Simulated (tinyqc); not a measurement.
Inputs raised by 2 %, one at a time: two-band model of a narrow-gap semiconductor with electrons and holes. Computed by tinyqc, a small Python program. Command: `OMP_NUM_THREADS=1 python tinyqc.py 3026954 3026955 out.jsonl bipolar sens`. One thread of a shared host (Intel(R) Xeon(R) Processor @ 2.30GHz), about 0.2 s of CPU time with the checks.

Two parabolic bands with acoustic scattering (r = -1/2, a = 0), a gap that does not change with T, and fully ionised dopants. Melting is ignored, so values above the melting point are formal, and kappa_L does not change with T. eta_n = (E_F - E_c)/(k_B T), eta_p = -eta_n - E_g/(k_B T).

Inputs (values chosen for the exercise, modelled on Bi2Te3):

| quantity | value | unit |
|---|---|---|
| electron mass m_n | 0.9 | m_0 |
| hole mass m_p | 1.1 | m_0 |
| electron mobility parameter mu_300,n | 540 | cm^2/(V s) |
| hole mobility parameter mu_300,p | 370 | cm^2/(V s) |
| temperature exponent p | 1.5 | - |
| band gap E_g | 0.14 | eV |
| net doping N | 3.5e+19 | 1/cm^3 |
| lattice thermal conductivity kappa_L | 0.9 | W/(m K) |
| temperature T | 280 | K |

Doping: n-type.

Constants: k_B = 8.617333262e-05 eV/K; m_0 = 9.1093837015e-31 kg; k_B = 1.380649e-23 J/K; hbar = 1.054571817e-34 J s; e = 1.602176634e-19 C.

Method:
- With x = E/(k_B T), a = alpha k_B T (0 for a parabolic band), G = x (1 + a x), D = 1 + 2 a x and <y> = int y f (1 - f) dx, f = 1/(1 + exp(x - eta)): tau = tau_0 G^r/D; transport function s = G^(3/2 + r)/D^2; n = N_0 <G^(3/2)> with N_0 = (2 m k_B T)^(3/2)/(3 pi^2 hbar^3).
- Integrals over x = E/(k_B T) use 160 Gauss-Legendre points in u = sqrt(x) from 0 to sqrt(max(eta, 0) + 32).
- Neutrality: n - p = N, with n = N_0(m_n) <x^(3/2)> at eta_n and p = N_0(m_p) <x^(3/2)> at eta_p.
- sigma = e mu_0 N_0 <s> with mu_0 = e tau_0/m = mu_300 (T/300 K)^(-p); |S| = (k_B/e)(<x s>/<s> - eta); Lorenz number L = (k_B/e)^2 (<x^2 s>/<s> - (<x s>/<s>)^2); kappa_e = L sigma T; zT = S^2 sigma T/(kappa_L + kappa_e).
- Hall factor r_H = <x^(3/2)> <x^(1/2)>/<s>^2.
- Both bands together (these totals replace the one-band zT): sigma = sigma_n + sigma_p; S = (sigma_p |S_p| - sigma_n |S_n|)/sigma; kappa_bip = (sigma_n sigma_p/sigma)(|S_n| + |S_p|)^2 T; kappa_e = (L_n sigma_n + L_p sigma_p) T; zT = S^2 sigma T/(kappa_L + kappa_e + kappa_bip); weak-field R_H = (r_p sigma_p^2/p - r_n sigma_n^2/n)/(e sigma^2), where the Hall factors r_n and r_p are <x^(3/2)> <x^(1/2)>/<s>^2.
- T_max maximises |S| of the majority sign between 150 and 1200 K; the Goldsmid-Sharp estimate is E_g = 2 e |S_max| T_max.

Runs:

| input moved | from | to | conductivity sigma (S/cm) | bipolar thermal conductivity (W/(m K)) | zT | \|S_max\| (microvolt/K) |
|---|---|---|---|---|---|---|
| base run | - | - | 2063.6 | 0.027171 | 0.58942 | 174.26 |
| electron mass m_n (m_0) | 0.9 | 0.918 | 2073.4 | 0.028365 | 0.60853 | 175.91 |
| electron mobility parameter mu_300,n (cm^2/(V s)) | 540 | 550.8 | 2104.8 | 0.027171 | 0.59508 | 174.59 |
| hole mobility parameter mu_300,p (cm^2/(V s)) | 370 | 377.4 | 2063.6 | 0.027714 | 0.58917 | 173.93 |
| band gap E_g (eV) | 0.14 | 0.1428 | 2063.3 | 0.024729 | 0.59060 | 175.38 |
| net doping N (1/cm^3) | 3.5e+19 | 3.57e+19 | 2098.1 | 0.026398 | 0.58245 | 173.53 |
| temperature T (K) | 280 | 285.6 | 2013.0 | 0.031719 | 0.60395 | 174.26 |
| lattice thermal conductivity kappa_L (W/(m K)) | 0.9 | 0.918 | 2063.6 | 0.027171 | 0.58400 | 174.26 |

Exponents ln(y'/y) / ln(x'/x):

| input | conductivity sigma | bipolar thermal conductivity | zT | \|S_max\| |
|---|---|---|---|---|
| electron mass m_n | 0.239 | 2.172 | 1.612 | 0.476 |
| electron mobility parameter mu_300,n | 0.999 | 0.001 | 0.483 | 0.096 |
| hole mobility parameter mu_300,p | 0.001 | 0.999 | -0.021 | -0.096 |
| band gap E_g | -0.006 | -4.756 | 0.101 | 0.322 |
| net doping N | 0.837 | -1.458 | -0.601 | -0.215 |
| temperature T | -1.252 | 7.816 | 1.230 | 0.000 |
| lattice thermal conductivity kappa_L | 0.000 | 0.000 | -0.467 | 0.000 |

Among the inputs moved here: conductivity sigma answers most in size to temperature T (exponent -1.252), next to electron mobility parameter mu_300,n (+0.999); its exponent is below 0.0005 for lattice thermal conductivity kappa_L. bipolar thermal conductivity answers most in size to temperature T (exponent +7.816), next to band gap E_g (-4.756); its exponent is below 0.0005 for lattice thermal conductivity kappa_L. zT answers most in size to electron mass m_n (exponent +1.612), next to temperature T (+1.230). |S_max| answers most in size to electron mass m_n (exponent +0.476), next to band gap E_g (+0.322); its exponent is below 0.0005 for temperature T, lattice thermal conductivity kappa_L.
